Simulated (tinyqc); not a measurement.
Input admittance of a MOSFET at zero drain bias: distributed channel and distributed gate: one step of the calculation.

Source and drain grounded, strong inversion, w = 2 pi f, Cox = eps0 eox/tox. The channel is an RC line of resistance 1/(mu Cox Vo) per square fed from both ends, so one finger has the intrinsic admittance y = i w Cox L tanh(g)/g per width, g = (1/2) sqrt(i w tau), tau = L^2/(mu Vo). The vertical resistance rv/L is in series with y, the overlaps 2 i w Cov in parallel: y_t = 1/(1/y + rv/L) + 2 i w Cov. The gate strip is a line of Rsh/L per length loaded by y_t, so a finger has Y = y_t Wf tanh(k)/k, k = (Wf/sd) sqrt(y_t Rsh/L); the device has Nf Y.

Question. Admittance of the channel and stack per width. tau, g, c = Cox L, y and y_t as defined.

Values chosen for this exercise; values of the order met in silicon radio-frequency transistors: relative permittivity of the gate insulator (close to silicon dioxide) eox = 3.9; insulator thickness tox = 3.6 nm; channel length L = 1 um; channel mobility mu = 150 cm^2/(V s); gate overdrive Vo = 0.78 V; vertical resistivity of the gate stack rv = 0 ohm um^2; overlap and fringe capacitance on each side Cov = 0.19 fF/um; frequency f = 5.7 GHz.

Constants: eps0 = 8.8541878128e-14 F/cm where lengths are in cm. Results are converted to the units shown.

Give: tau; g; c; y; y_t.

Answer.

tau = 85.47 ps
g = 0.6186+0.6186i
c = 9.592 fF/um
y = 80.1+319.1i uS/um
y_t = 80.1+332.7i uS/um

w tau = 3.06, and Im y is 0.929 of w c.

Numbers from tinyqc (`OMP_NUM_THREADS=1 python tinyqc.py 2262086 2262087 out.jsonl`; about 0.01 s on one thread of a shared Intel Xeon 2.30GHz).
